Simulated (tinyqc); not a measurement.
p-n diode with diffusion and depletion-layer recombination: two steps of the calculation.

Abrupt junction in the depletion approximation, low injection, full ionisation, neutral widths fixed, ohmic contact on the p side. Vj is the junction voltage; where a series resistance Rs is given, V = Vj + J Rs is the terminal voltage.

Parameters, values chosen for the exercise; band and dielectric values those of a made-up semiconductor: temperature T = 400 K; band gap Eg = 2.89 eV; relative permittivity eps_r = 10.1; conduction-band density of states at T Nc = 2.49e19 cm^-3; valence-band density of states at T Nv = 3.51e19 cm^-3; acceptor density Na = 6.7e17 cm^-3; donor density Nd = 1.2e17 cm^-3; electron lifetime tn = 2e-8 s; hole lifetime tp = 2e-7 s; series resistance Rs = 0.00063 ohm cm^2; trap level above the intrinsic level Et = 0.05 eV; junction voltage at which recombination is evaluated Vj = 1.58 V; terminal voltage V = 2.88 V.

Constants: q = 1.602176634e-19 C, kB = 1.380649e-23 J/K, Vt = kB T/q, eps0 = 8.8541878128e-14 F/cm where lengths are in cm. Results are converted to the units shown.

Problem 1. Recombination in the depleted layer. ni = sqrt(Nc Nv) exp(-Eg/(2 Vt)), Eg in volts. Vbi = Vt ln(Na Nd/ni^2), W = sqrt(2 eps0 eps_r (Vbi - Vj)(1/Na + 1/Nd)/q), xp = W Nd/(Na + Nd), xn = W Na/(Na + Nd); u(x) = q Na (x + xp)^2/(2 eps0 eps_r) for x < 0 and Vbi - Vj - q Nd (xn - x)^2/(2 eps0 eps_r) for x > 0; p = Na exp(-u/Vt), n = Nd exp((u - Vbi + Vj)/Vt); U = ni^2 (exp(Vj/Vt) - 1)/(tp (n + ni exp(Et/Vt)) + tn (p + ni exp(-Et/Vt))); J_scr = q times the integral of U from -xp to xn. Trapezoid rule on 16 equal steps.

Give: W; x; u; n; p; U; J_scr.

Solution 1.

W = 104.2 nm

```
point,x (nm),u (V),n (cm^-3),p (cm^-3),U (cm^-3 s^-1)
0,-15.83,0.0000,4.075e4,6.700e17,2.038e12
1,-9.31,0.0254,8.527e4,3.202e17,4.264e12
2,-2.80,0.1018,7.812e5,3.495e16,3.906e13
3,3.71,0.2193,2.363e7,1.156e15,1.181e15
4,10.22,0.3333,6.444e8,4.237e13,3.221e16
5,16.73,0.4381,1.349e10,2.024e12,6.324e17
6,23.24,0.5338,2.168e11,1.259e11,5.951e17
7,29.76,0.6204,2.675e12,1.021e10,5.102e16
8,36.27,0.6979,2.533e13,1.078e9,5.390e15
9,42.78,0.7663,1.841e14,1.483e8,7.415e14
10,49.29,0.8256,1.027e15,2.658e7,1.329e14
11,55.80,0.8757,4.400e15,6.206e6,3.103e13
12,62.32,0.9167,1.446e16,1.888e6,9.439e12
13,68.83,0.9486,3.650e16,7.480e5,3.740e12
14,75.34,0.9714,7.071e16,3.862e5,1.931e12
15,81.85,0.9851,1.051e17,2.597e5,1.299e12
16,88.36,0.9896,1.200e17,2.275e5,1.138e12
```

J_scr = 1.375e-7 A/cm^2

Problem 2. New Vj. Diffusion current alone: J = J0 (exp(Vj/Vt) - 1), g = Vj + J Rs - V, g' = 1 + Rs J0 exp(Vj/Vt)/Vt, Vj(new) = Vj - g/g'.

Vj after iteration 2 = 2.8455307 V
J0 = J0n + J0p = 1.7066231e-29 A/cm^2

Wanted: J; g; g'; Vj after iteration 3.

Solution 2.

J = 1.2141e7 A/cm^2
g = 7648.7 V
g' = 2.2190e5
Vj after iteration 3 = 2.8111 V

Numbers from tinyqc (`OMP_NUM_THREADS=1 python tinyqc.py 2260009 2260010 out.jsonl`; about 0.01 s on one thread of a shared Intel Xeon 2.30GHz).
